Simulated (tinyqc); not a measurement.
Changing the lattice thermal conductivity kappa_L: single-band model of a thermoelectric material. Computed by tinyqc, a small Python program. Command: `OMP_NUM_THREADS=1 python tinyqc.py 3012521 3012522 out.jsonl thermo sweep`. One thread of a shared host (Intel(R) Xeon(R) Processor @ 2.30GHz), about 0.03 s of CPU time with the checks.

One spherical band, one scattering law, no minority carriers and no phonon drag. In a real material minority carriers limit |S| to about E_g/(2 e T), so larger values are formal. eta = E_F/(k_B T) is counted from the band edge; f = 1/(1 + exp(x - eta)).

Inputs (values chosen for the exercise, for a model material):

| quantity | value | unit |
|---|---|---|
| density-of-states mass m | 0.27 | m_0 |
| mobility parameter mu_300 | 1000 | cm^2/(V s) |
| temperature exponent p | 1 | - |
| carrier density n | 8.6e+18 | 1/cm^3 |
| temperature T | 770 | K |

Band: parabolic. Scattering: constant relaxation time, r = 0.

Constants: m_0 = 9.1093837015e-31 kg; k_B = 1.380649e-23 J/K; hbar = 1.054571817e-34 J s; k_B = 8.617333262e-05 eV/K; e = 1.602176634e-19 C.

Method:
- With x = E/(k_B T), a = alpha k_B T (0 for a parabolic band), G = x (1 + a x), D = 1 + 2 a x and <y> = int y f (1 - f) dx, f = 1/(1 + exp(x - eta)): tau = tau_0 G^r/D; transport function s = G^(3/2 + r)/D^2; n = N_0 <G^(3/2)> with N_0 = (2 m k_B T)^(3/2)/(3 pi^2 hbar^3).
- Integrals over x = E/(k_B T) use 160 Gauss-Legendre points in u = sqrt(x) from 0 to sqrt(max(eta, 0) + 32).
- Solve for eta.
- sigma = e mu_0 N_0 <s> with mu_0 = e tau_0/m = mu_300 (T/300 K)^(-p); |S| = (k_B/e)(<x s>/<s> - eta); Lorenz number L = (k_B/e)^2 (<x^2 s>/<s> - (<x s>/<s>)^2); kappa_e = L sigma T; zT = S^2 sigma T/(kappa_L + kappa_e).
- Quality factor B = (k_B/e)^2 e mu_0 N_0 T/kappa_L; zT and the power factor are maximised over eta between -8 and 30.

One run for each value:

| lattice thermal conductivity kappa_L (W/(m K)) | largest zT | \|S\| at the largest zT (microvolt/K) | eta of the largest zT | density of the largest zT (1/cm^3) | quality factor B |
|---|---|---|---|---|---|
| 0.050 | 6.870 | 453.9 | -2.740 | 9.145e+17 | 7.774 |
| 0.097 | 5.277 | 411.2 | -2.226 | 1.507e+18 | 4.007 |
| 0.190 | 3.926 | 369.8 | -1.716 | 2.451e+18 | 2.046 |
| 0.360 | 2.876 | 332.6 | -1.244 | 3.805e+18 | 1.080 |
| 0.710 | 1.993 | 295.7 | -0.752 | 5.911e+18 | 0.547 |
| 1.400 | 1.325 | 262.0 | -0.272 | 8.893e+18 | 0.278 |
| 2.700 | 0.857 | 232.8 | 0.182 | 1.276e+19 | 0.144 |
| 5.200 | 0.532 | 207.3 | 0.620 | 1.763e+19 | 0.075 |
| 10.000 | 0.317 | 185.8 | 1.036 | 2.335e+19 | 0.039 |

Describe and explain the trends.

Over the rows, largest zT falls from 6.87 to 0.317 (exponent d ln y / d ln x -0.40 between the first rows and -0.79 between the last); |S| at the largest zT (microvolt/K) falls from 454 to 186 (exponent d ln y / d ln x -0.15 between the first rows and -0.17 between the last); eta of the largest zT rises from -2.74 to 1.04. A better material wants lighter doping: as B falls from 7.77 to 0.0389 the best eta moves from -2.74 to 1.04.

Extremes, crossings and ranges named in words are read from the listed rows.
